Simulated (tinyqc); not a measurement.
Inside a calculation. Model: carrier lifetime of a p-type layer with SRH, radiative, Auger and surface recombination.

tinyqc, about 0.01 s, one thread, Intel Xeon 2.30GHz (shared host): `OMP_NUM_THREADS=1 python tinyqc.py 2300010 2300011 out.jsonl` Printed values are rounded.

Uniform excess density dn = dp (no trapping), n = n0 + dn, p = p0 + dn, Boltzmann statistics, full ionisation. Surfaces enter as a rate 2 S dn/d, which holds while diffusion to them is fast.

Values chosen for this exercise; band and dielectric values close to those of gallium arsenide:
- T = 300 K (temperature)
- Eg = 1.41 eV (band gap)
- Nc = 4.47e17 cm^-3 (conduction-band density of states at T)
- Nv = 9.12e18 cm^-3 (valence-band density of states at T)
- B = 6.95e-10 cm^3/s (radiative coefficient)
- N = 5.7e14 cm^-3 (acceptor density)
- Cn = 2.7e-30 cm^6/s (Auger coefficient (two electrons))
- Cp = 8.3e-31 cm^6/s (Auger coefficient (two holes))
- Nt = 3.9e13 cm^-3 (trap density)
- sn = 3e-17 cm^2 (capture cross-section for electrons)
- sp = 5e-17 cm^2 (capture cross-section for holes)
- vth = 2.2e7 cm/s (thermal velocity (both carriers))
- Et = 0.68 eV (trap level below the conduction band)
- S = 1 cm/s (surface recombination velocity (both faces))
- d = 300 um (sample thickness)
- G = 1e19 cm^-3 s^-1 (generation rate)

Constants: q = 1.602176634e-19 C, kB = 1.380649e-23 J/K, Vt = kB T/q. Results are converted to the units shown.

## Equilibrium densities and SRH constants

ni = sqrt(Nc Nv) exp(-Eg/(2 Vt)), Eg in volts; majority density N/2 + sqrt(N^2/4 + ni^2), n0 p0 = ni^2; n1 = Nc exp(-Et/Vt), p1 = Nv exp((Et - Eg)/Vt); tn0 = 1/(sn vth Nt), tp0 = 1/(sp vth Nt).

ni = 2.89516e6 cm^-3
n0 = 0.0147052 cm^-3
p0 = 5.7e14 cm^-3
n1 = 1.68582e6 cm^-3
p1 = 4.97204e6 cm^-3
tn0 = 3.88500e-5 s
tp0 = 2.33100e-5 s

## Starting value

dn = 5e14 cm^-3.

dn at the start = 5e14 cm^-3

## Iteration 1: new dn

With e = n p - ni^2 = dn (n0 + p0 + dn): U_SRH = e/(tp0 (n + n1) + tn0 (p + p1)), U_rad = B e, U_Aug = (Cn n + Cp p) e, U_s = 2 S dn/d. Newton step on ln U(ln dn) = ln G, U the sum: k = d ln U/d ln dn (central difference over factors 1.0001), dn(new) = dn (G/U)^(1/k).

U_SRH = 1.00518e19 cm^-3 s^-1
U_rad = 3.71825e20 cm^-3 s^-1
U_Aug = 1.19738e15 cm^-3 s^-1
U_s = 3.33333e16 cm^-3 s^-1
k = 1.45188
dn after iteration 1 = 4.06795e13 cm^-3

## Iteration 2: new dn

As before.

U_SRH = 1.00685e18 cm^-3 s^-1
U_rad = 1.72653e19 cm^-3 s^-1
U_Aug = 1.53201e13 cm^-3 s^-1
U_s = 2.71197e15 cm^-3 s^-1
k = 1.06096
dn after iteration 2 = 2.30445e13 cm^-3

## Iteration 3: new dn

As before.

U_SRH = 5.79650e17 cm^-3 s^-1
U_rad = 9.49814e18 cm^-3 s^-1
U_Aug = 7.57728e12 cm^-3 s^-1
U_s = 1.53630e15 cm^-3 s^-1
k = 1.03536
dn after iteration 3 = 2.28692e13 cm^-3

## Course of the iteration

Stop when the step is below 1e-10 of the value, or after 40 iterations.

Course of the iteration:
```
iteration  dn before the step (cm^-3)  step (cm^-3)
1                                5e14      -4.59e14
2                          4.06795e13      -1.76e13
3                          2.30445e13      -1.75e11
4                          2.28692e13       -2.20e7
5                          2.28692e13         < 1e2
```

Converged in 5 iterations.

## Lifetime, shares and quasi-Fermi splitting

converged dn = 2.28692e13 cm^-3

With e = n p - ni^2 = dn (n0 + p0 + dn): U_SRH = e/(tp0 (n + n1) + tn0 (p + p1)), U_rad = B e, U_Aug = (Cn n + Cp p) e, U_s = 2 S dn/d. tau = dn/U, shares of U, splitting Vt ln(n p/ni^2), radiative efficiency U_rad/U.

tau = 2.28692e-6 s
shares (%): SRH 5.7534, radiative 94.2313, Auger 0.0001, surface 0.0152
quasi-Fermi splitting = 0.905329 V

Radiative recombination takes the largest share. dn is 0.040 times the doping: low injection.
